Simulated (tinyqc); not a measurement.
# Worked calculation: on-chip interconnect, size-dependent resistivity and RC delay

Numbers from tinyqc (`OMP_NUM_THREADS=1 python tinyqc.py 2100109 2100110 out.jsonl`; about 0.01 s on one thread of a shared Intel Xeon 2.30GHz). Printed values are rounded.

A rectangular line between two neighbours and two ground planes. Surface and grain-boundary scattering are added to the bulk resistivity as corrections; capacitances are parallel-plate values without fringing; inductance is ignored.

Parameters, values chosen for the exercise; metal values close to those of copper:
- rho0 = 1.71 uohm cm (bulk resistivity)
- lam = 39.1 nm (bulk mean free path)
- ps = 0.2 (specular share of surface scattering)
- Rg = 0.35 (reflection coefficient of grain boundaries)
- gr = 0.7 (grain size over the metal width)
- wd = 99 nm (drawn line width)
- AR = 1.9 (aspect ratio, height over width)
- tl = 2.3 nm (liner on both walls and the bottom, not conducting)
- sp = 99 nm (space to the neighbouring lines)
- hd = 110 nm (dielectric height to the planes above and below)
- ek = 4.2 (relative permittivity of the dielectric)
- Mf = 2 (Miller factor of the neighbours)
- Lw = 150 um (line length)
- Rd = 3500 ohm (driver resistance)
- Cl = 5 fF (load capacitance)
- dt = 30 ps (time step)

Constants: eps0 = 8.8541878128e-12 F/m. Results are converted to the units shown.

## Resistivity, resistance and capacitance per length

Metal width x = wd - 2 tl, height y = AR wd - tl; grain boundaries (Mayadas-Shatzkes): al = (lam/(gr x)) Rg/(1 - Rg), g = 1/[1 - 3 al/2 + 3 al^2 - 3 al^3 ln(1 + 1/al)] - 1; surfaces (Fuchs-Sondheimer, thick limit): s = (3/8) lam (1 - ps)(1/x + 1/y); rho = rho0 (1 + g + s); r = rho/(x y); c = eps0 ek (2 wd/hd + 2 Mf AR wd/sp).

x = 94.4 nm
y = 185.8 nm
al = 0.318611
g = 0.451790
s = 0.187391
rho = 2.80300 uohm cm
r = 1.59810 ohm/um
c = 0.349563 fF/um

rho is 1.64 times the bulk value; grain boundaries add more (0.452 against 0.187). The liner takes 5.81 % of the cross-section.

## Ladder and Elmore delays

7 equal pi sections: series Rs = r Lw/7; node capacitances c Lw/7, halved at nodes 0 and 7, with Cl added to node 7; Rd feeds node 0. Elmore delay of node k: the sum, over the resistors on the path to k, of resistance times all capacitance downstream of it.

Rs = 34.2451 ohm

```
node	C (fF)	Elmore delay (ps)
0	3.74532	201.021
1	7.49064	202.859
2	7.49064	204.441
3	7.49064	205.767
4	7.49064	206.836
5	7.49064	207.649
6	7.49064	208.205
7	8.74532	208.504
```

The far-end value equals Rd (c Lw + Cl) + r Lw (c Lw/2 + Cl) for any number of pi sections; the line resistance contributes 3.59 % of it.

## Step 1: node voltages after a time step

v at t = 0, node 0 to 7 (V): 0  0  0  0  0  0  0  0

A 1 V step is applied behind Rd at t = 0. C dv/dt = -G v + b, with G the conductance matrix of the ladder (1/Rs between neighbours, 1/Rd added at node 0) and b = (1 V/Rd, 0, ...). Trapezoidal step: (C/dt + G/2) v(new) = (C/dt - G/2) v + b.

v at t = 1 dt, node 0 to 7 (V): 0.178374  0.162076  0.148549  0.137563  0.128929  0.122501  0.118167  0.115854

## Step 2: node voltages after a time step

As before.

v at t = 2 dt, node 0 to 7 (V): 0.252437  0.254015  0.254394  0.254042  0.253330  0.252540  0.251880  0.251485

## Course in time

A 1 V step is applied behind Rd at t = 0. C dv/dt = -G v + b, with G the conductance matrix of the ladder (1/Rs between neighbours, 1/Rd added at node 0) and b = (1 V/Rd, 0, ...). Trapezoidal step: (C/dt + G/2) v(new) = (C/dt - G/2) v + b. The last column solves the same ladder exactly by its modes.

Voltages (V):
```
t (ps)	node 0	node 3	node 7	node 7, exact
30.00	0.1784	0.1376	0.1159	0.1251
60.00	0.2524	0.2540	0.2515	0.2437
90.00	0.3870	0.3548	0.3408	0.3461
120.0	0.4407	0.4436	0.4398	0.4347
150.0	0.5431	0.5173	0.5085	0.5113
180.0	0.5811	0.5851	0.5807	0.5775
210.0	0.6598	0.6388	0.6336	0.6348
240.0	0.6859	0.6906	0.6862	0.6843
270.0	0.7471	0.7297	0.7268	0.7270
300.0	0.7642	0.7694	0.7652	0.7640
330.0	0.8123	0.7976	0.7963	0.7960
360.0	0.8226	0.8281	0.8243	0.8236
```

The far end of the ladder reaches 0.5 V at 145.3 ps, 0.697 of its Elmore delay (ln 2 = 0.693 for a single pole); the slowest mode has a time constant of 206.1 ps. The largest error of the trapezoidal steps at that node is 9.3 mV.
